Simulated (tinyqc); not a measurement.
What each parameter does: two-band k.p model of the Delta valleys near the X point under shear strain.

Valley pair on the [001] axis, kz counted from the X point, c = hbar^2/2m0, k0 = kx0 2 pi/a. H = (c kz^2/ml + c (kx^2 + ky^2)/mt + c k0^2/ml) 1 + (2 c k0 kz/ml) sigma_z + (D exy - 2 c kx ky/Mp) sigma_x, so E = c kz^2/ml + c (kx^2 + ky^2)/mt + c k0^2/ml -/+ sqrt((2 c k0 kz/ml)^2 + (D exy - 2 c kx ky/Mp)^2). Without strain the lower band has its minima, E = 0, at kz = +/- k0. Shifts from diagonal strain are left out.

For |eta| < 1: k_min = k0 sqrt(1 - eta^2), E_min = -Delta eta^2/2, ml(eta) = ml/(1 - eta^2), 1/m[110] = 1/mt + eta/Mp, 1/m[1-10] = 1/mt - eta/Mp. For |eta| > 1 the minimum sits at X: E_min = -Delta (2 |eta| - 1)/2, ml(eta) = ml/(1 - 1/|eta|), and eta is replaced by its sign in the transverse masses. Here Delta = 2 c k0^2/ml and eta = D exy/Delta.

Constants: hbar^2/2m0 = 3.80998211 eV angstrom^2.

Parameters, chosen for this exercise (near those of Si; shifted at random, so the results belong to these values and not to a real crystal): a = 5.422 angstrom (lattice constant); ml = 0.909 m0 (longitudinal mass); mt = 0.197 m0 (transverse mass); kx0 = 0.145 2 pi/a (distance of the minimum from X); D = 13.8 eV (shear deformation potential); Mp = 0.228 m0 (coupling mass); exy = 0.0017 (shear strain).

Delta = 2 c k0^2/ml, eta = D exy/Delta. Each row changes one parameter from the base and keeps the others.

Results:

| case | eta | E_min (meV) | ml(eta) (m0) | m[110] (m0) | m[1-10] (m0) |
|---|---|---|---|---|---|
| base | 0.0991 | -1.16 | 0.9180 | 0.1815 | 0.2155 |
| ml = 0.84537 m0 | 0.0922 | -1.08 | 0.8526 | 0.1825 | 0.2140 |
| mt = 0.18321 m0 | 0.0991 | -1.16 | 0.9180 | 0.1697 | 0.1991 |
| kx0 = 0.15515 2 pi/a | 0.0866 | -1.02 | 0.9159 | 0.1833 | 0.2129 |
| D = 12.834 eV | 0.0922 | -1.01 | 0.9168 | 0.1825 | 0.2140 |
| Mp = 0.24396 m0 | 0.0991 | -1.16 | 0.9180 | 0.1824 | 0.2141 |
| exy = 0.00158 | 0.0921 | -1.00 | 0.9168 | 0.1825 | 0.2140 |

The largest shifts from the base row, up to three for each result and ties (the steps differ in size, so this ranks the rows, not the parameters). eta: kx0 -0.0125, exy -0.0070, ml -0.0069, D -0.0069; unchanged at the printed digits by mt and Mp. E_min (meV): exy +0.16, D +0.16, kx0 +0.15; unchanged at the printed digits by mt and Mp. ml(eta) (m0): ml -0.0654, kx0 -0.0022, exy -0.0012, D -0.0012; unchanged at the printed digits by mt and Mp. m[110] (m0): mt -0.0118, kx0 +0.0018, exy +0.0010, ml +0.0010, D +0.0010. m[1-10] (m0): mt -0.0164, kx0 -0.0025, exy -0.0014, ml -0.0014, D -0.0014.

Program tinyqc; command `OMP_NUM_THREADS=1 python tinyqc.py 1050896 1050897 out.jsonl`; about 0.01 s on one thread of a shared Intel(R) Xeon(R) Processor @ 2.30GHz.
